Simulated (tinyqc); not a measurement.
From results back to parameters: round or elliptic silicon nanowire with anisotropic valleys (Ritz method). Three cases, with inputs chosen for the exercise.

Problem. For a circular wire every level scales as 1/R^2. The lowest level of group A was computed from a hidden radius.

Wire along x = [110] on a (001) wafer, y = [-110], z = [001]. Valley groups (w = inverse masses): A, two valleys along z: w_y = 1/mt, w_z = 1/ml, m_x = mt; B, four valleys in the wafer plane: w_y = (1/ml + 1/mt)/2, w_z = 1/mt, m_x = (ml + mt)/2.

Hard wall on the ellipse (y/a)^2 + (z/b)^2 = 1, c = hbar^2/2m0. With u = y/a, v = z/b the operator is -c [(w_y/a^2) d2/du2 + (w_z/b^2) d2/dv2] on the unit disc. Basis (1 - u^2 - v^2) u^i v^j; S, X and Y are the disc integrals of f f', (df/du)(df'/du) and (df/dv)(df'/dv), from the integral of u^p v^q = 2 Gamma((p+1)/2) Gamma((q+1)/2)/((p + q + 2) Gamma((p+q+2)/2)) for even p, q; H = c (w_y X/a^2 + w_z Y/b^2).

Converged values use 21 functions of each parity class (e or o in u, then in v).

Constants: hbar^2/2m0 = 3.80998211 eV angstrom^2.

Find: E R^2/c; R.

Case 1.

Values chosen (out of a larger set: near those of a Si nanowire; not measured data): ml = 0.909 m0 (longitudinal mass); mt = 0.193 m0 (transverse mass).

level = 0.140619 eV

Solution.

E R^2/c = 17.864
R = 22.0 angstrom

Solve once for R = 1 and scale. The mean inverse mass would give 2.404826^2 (1/mt + 1/ml)/2 = 18.163, 1.7 % too high.

Case 2.

Values chosen (out of a larger set: near those of a Si nanowire; not measured data): ml = 0.916 m0 (longitudinal mass); mt = 0.186 m0 (transverse mass).

level = 0.077792 eV

Solution.

E R^2/c = 18.376
R = 30.0 angstrom

Solve once for R = 1 and scale. The mean inverse mass would give 2.404826^2 (1/mt + 1/ml)/2 = 18.703, 1.8 % too high.

Case 3.

Values chosen (out of a larger set: near those of a Si nanowire; not measured data): ml = 0.929 m0 (longitudinal mass); mt = 0.19 m0 (transverse mass).

level = 0.305037 eV

Solution.

E R^2/c = 18.014
R = 15.0 angstrom

Solve once for R = 1 and scale. The mean inverse mass would give 2.404826^2 (1/mt + 1/ml)/2 = 18.332, 1.8 % too high.

Computed by tinyqc, one run a case: `OMP_NUM_THREADS=1 python tinyqc.py N N+1 out.jsonl` with N = 1251938, 1251958, 1251962; one thread of a shared Intel(R) Xeon(R) Processor @ 2.30GHz, about 0.07 s a run at most.
